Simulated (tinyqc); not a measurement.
Valley splitting of a silicon quantum well in envelope theory, step by step. Values are carried at full precision from step to step, so a last printed digit may differ when a step is redone from the rounded ones.

Constants: hbar^2/2m0 = 3.80998211 eV angstrom^2; kB = 8.617333262e-05 eV/K.

Values chosen for the exercise (near those of a strained Si well in SiGe; shifted at random, so the results belong to these values and not to a real crystal):
- k0 = 0.844 2 pi/a (valley position)
- a = 5.431 angstrom (lattice constant)
- ml = 0.919 m0 (mass along z)
- F = 13.1 mV/nm (field pressing towards the upper interface)
- w = 0.4 angstrom (interface width parameter)
- L = 58 angstrom (well width)
- V0 = 0.17 eV (conduction offset)
- C0 = 0.236 (Bloch overlap factor)
- Yb = 0.25 (Ge share of the barrier)
- Yw = 0 (Ge share of the well)
- ad = 130 angstrom (dot radius)

## Wave number and lengths

q = 2 k0 (2 pi/a), its wavelength, the field length (c/(ml e F))^(1/3) with c = hbar^2/2m0 and 1 mV/nm = 1e-4 eV/angstrom, and the damping factor y/sinh(y), y = pi q w, of a step smoothed as 1/(1 + exp(z/w)).

q = 1.9529 1/angstrom
wavelength = 3.217 angstrom
field length = 14.7 angstrom
damping factor = 0.425

## The envelope

The well lies at 0 < z < L; U(z) = V0 [1/(1 + exp(z/w)) + 1/(1 + exp((L - z)/w))] - e F z, 1 mV/nm = 1e-4 eV/angstrom. The envelope psi solves -(c/ml) psi'' + U psi = E psi, c = hbar^2/2m0, by three-point differences on a grid of 0.1 angstrom from -40 to L + 40 angstrom. The two valleys at +/- k0 couple through D = C0 times the integral of exp(-i q z) U(z) psi^2, q = 2 k0 (2 pi/a), and split by Ev = 2|D|.

Two lowest levels, mean position, and psi^2 at both interfaces.

levels (meV): [-37.64, -1.56]

<z> = 40.6 angstrom
psi^2 at z = 0 and L (1/angstrom): [6.86e-05, 0.00763]

The field makes psi^2 at the upper interface 111 times that at the lower one. The orbital spacing is 36.1 meV.

## Contributions to the coupling

Split D into the lower barrier, the upper barrier and the field term.

Parts of D (micro-eV):
```
part             real  imaginary    size
lower barrier   0.324      0.516   0.609
upper barrier  17.782    -65.336  67.713
field term      0.268     -0.627   0.682
```

## Valley splitting and phase

The inter-valley coupling D is the sum of the complex parts; Ev = 2|D|, the valley phase is arg D, and kB T equals Ev at T = Ev/kB.

Ev = 136 micro-eV
phase = -1.30 rad
T = 1.6 K

The upper barrier gives the largest part.

## Alloy disorder

Random alloy: with Y(z) = Yw + (Yb - Yw) B(z), B the bracket in U, and in-plane density exp(-r^2/ad^2)/(pi ad^2), D gains a random complex part of variance sigma^2 = (C0^2/pi)(a^2 V0/(8 ad (Yb - Yw)))^2 (4/a) times the integral of psi^4 Y (1 - Y). Alone it gives a mean splitting sqrt(pi) sigma; together with the smooth part the rms splitting is 2 sqrt(|D|^2 + sigma^2).

Give the integral, sigma, the mean splitting from disorder alone and the rms total.

integral = 1.94e-05 1/angstrom
sigma = 9.7 micro-eV
sqrt(pi) sigma = 17.2 micro-eV
rms splitting = 137.3 micro-eV

|D|/sigma = 7.00: the smooth part dominates, and the splitting scatters from dot to dot by about sqrt2 sigma, 10 % of Ev; this needs interfaces sharper than most grown wells have.

## Checks

- Lowest level for sharp walls and no field against the square well, meV: both 8.9.
- Size of one barrier part in that case against C0 V0 psi(0)^2/sqrt(q^2 + 4 kappa^2), micro-eV: both 31.

(tinyqc, `OMP_NUM_THREADS=1 python tinyqc.py 1252712 1252713 out.jsonl`, Intel(R) Xeon(R) Processor @ 2.30GHz, 1 thread, shared host, about 0.1 s.)
